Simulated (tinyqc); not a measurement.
Programming of a floating-gate cell by Fowler-Nordheim tunnelling: one step of the calculation.

Per tunnel area the floating gate has Ctun = 3.9 eps0/tox to the channel (0 V) and Ccg to the control gate, Ct = Ctun/(1 - ag), no other coupling. With the threshold shift U = -Q/Ccg the field is F = ag (Vg - U)/tox, and dU/dt = J/Ccg. Fowler-Nordheim: J = A F^2 exp(-B/F), A = q^2/(16 pi^2 hbar mo phi) (times 1e14 for A/cm^2 with F in V/nm, emitter mass m0), B = (4/3) sqrt(mo/C) phi^1.5, C = hbar^2/(2 m0).

Question. Explicit time steps against the exact solution. U(new) = U + dt J(F(U))/Ccg. Exact: exp(B/F(t)) = exp(B/F(0)) + K t, K = A B ag/(Ccg tox), and U = Vg - tox F/ag.

Parameters, values chosen for the exercise; oxide values close to those of silicon dioxide: tunnel barrier phi = 3.14 eV; tunnelling mass mo = 0.48 m0; tunnel oxide thickness tox = 8.5 nm; coupling ratio Ccg/Ct ag = 0.68; threshold shift at the start Vt0 = -2.8 V; control-gate voltage Vg = 13.8 V; time step dt = 0.53 us; steps n = 11.

Constants: q = 1.602176634e-19 C, hbar = 1.054571817e-34 J s, m0 = 9.1093837015e-31 kg, eps0 = 8.8541878128e-14 F/cm where lengths are in cm, hbar^2/(2 m0) = 0.0380998212 eV nm^2. Results are converted to the units shown.

Find: t; F; J; U by steps; U exact.

Answer.

t, step 0 to 11 (us): [0, 0.5300, 1.060, 1.590, 2.120, 2.650, 3.180, 3.710, 4.240, 4.770, 5.300, 5.830]
F, step 0 to 11 (V/nm): [1.328, 1.306, 1.291, 1.280, 1.270, 1.262, 1.255, 1.249, 1.244, 1.239, 1.234, 1.230]
J, step 0 to 11 (A/cm^2): [0.4412, 0.3073, 0.2372, 0.1935, 0.1634, 0.1414, 0.1246, 0.1113, 0.1006, 0.09172, 0.08425, 0.07789]
U by steps, step 0 to 11 (V): [-2.800, -2.529, -2.340, -2.195, -2.076, -1.976, -1.889, -1.812, -1.744, -1.682, -1.626, -1.574]
U exact, step 0 to 11 (V): [-2.800, -2.569, -2.392, -2.251, -2.133, -2.032, -1.943, -1.865, -1.795, -1.732, -1.674, -1.620]

Range of the model: Programming fields of 10 MV/cm and more wear the oxide; trapping and the channel potential are ignored.

Numbers from tinyqc (`OMP_NUM_THREADS=1 python tinyqc.py 2130088 2130089 out.jsonl`; about 0.01 s on one thread of a shared Intel Xeon 2.30GHz).
